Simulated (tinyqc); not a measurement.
From static dielectric constant back to Born charge Z*: Keating valence-force model of a tetrahedral crystal. Computed by tinyqc, a small Python program. Command: `OMP_NUM_THREADS=1 python tinyqc.py 3020239 3020240 out.jsonl keating inv`. One thread of a shared host (Intel(R) Xeon(R) Processor @ 2.30GHz), about 0.08 s of CPU time with the checks.

Atom A sits at 0 and atom B at a/4 (1,1,1) of an fcc lattice; the four bonds from A are t = a/4 (1,1,1), a/4 (1,-1,-1), a/4 (-1,1,-1), a/4 (-1,-1,1), of length d = sqrt(3) a/4. Energy: E = (3 alpha/(8 d^2)) sum over bonds (r.r - d^2)^2 + (3 beta/(8 d^2)) sum over pairs of bonds at one atom (r_i.r_j + d^2/3)^2, with beta_A for the six pairs at A and beta_B for the six at B. The cell holds two atoms, Omega = a^3/4. 1 N/m = 1 J/m^2. With constants fitted to the elastic moduli this model puts optical and zone-boundary frequencies of real crystals too high, by up to about 20 % in elemental crystals and up to about 50 % in compounds, and mostly by more for TA modes; in compounds the lattice part of the static dielectric constant then comes out too low.

Inputs (values chosen for the exercise, modelled on zinc selenide):

| quantity | value | unit |
|---|---|---|
| lattice constant a | 5.668 | angstrom |
| mass M_A | 65.38 | u |
| mass M_B | 78.97 | u |
| bond stretching alpha | 35.4 | N/m |
| bond bending beta_A | 4.07 | N/m |
| bond bending beta_B | 4.73 | N/m |
| eps_inf | 5.91 | - |

Structure: zinc blende.

Constants: nu for 1 eV/(angstrom^2 u) = 15.6333042 THz; 1 eV/angstrom^2 = 16.02176634 J/m^2; 1 THz = 33.35640952 1/cm; e^2/(4 pi eps_0) = 14.39964548 eV angstrom.

Method. beta = (beta_A + beta_B)/2; mu = M_A M_B/(M_A + M_B); lambda = 4 (alpha + beta)/mu with the springs in eV/angstrom^2; nu = 15.6333042 THz x sqrt(lambda). The long-range field adds 4 pi Z*^2 (e^2/(4 pi eps_0))/(eps_inf Omega mu) to lambda for the longitudinal mode at q -> 0; lambda = (nu/15.6333042 THz)^2; eps_0 = eps_inf (nu_LO/nu_TO)^2 (Lyddane-Sachs-Teller; here eps_0 is the static dielectric constant).

Problem. A run gave the result below. Find the Born charge Z*, known to lie between 1.6 and 2.4 e.

static dielectric constant = 7.177475

Solution.

Each step takes the trial c = (a f_b - b f_a)/(f_b - f_a), f being the result less the target and a, b, c the logarithms of the listed values; c replaces end b, the old b replaces a if the sign of f changed, and otherwise f_a is halved.

Scan of the range:

| Born charge Z* (e) | static dielectric constant |
|---|---|
| 1.60 | 6.93409 |
| 1.71 | 7.07975 |
| 1.83 | 7.24968 |
| 1.96 | 7.44678 |
| 2.10 | 7.67416 |
| 2.24 | 7.91722 |
| 2.40 | 8.21421 |

False position (Illinois rule, in the logarithm of the input) inside the bracket:

| step | end a | end b | trial | static dielectric constant |
|---|---|---|---|---|
| 1 | 1.71000 | 1.83000 | 1.77802 | 7.17465 |
| 2 | 1.83000 | 1.77802 | 1.77995 | 7.17740 |
| 3 | 1.83000 | 1.77995 | 1.78005 | 7.17755 |
| 4 | 1.77995 | 1.78005 | 1.78000 | 7.17747 |

Static dielectric constant rises at every point of a 13-point scan of the range (every second point is shown), so one value fits; it is bracketed by 1.71 and 1.83. Answer: Born charge Z* = 1.780 e.
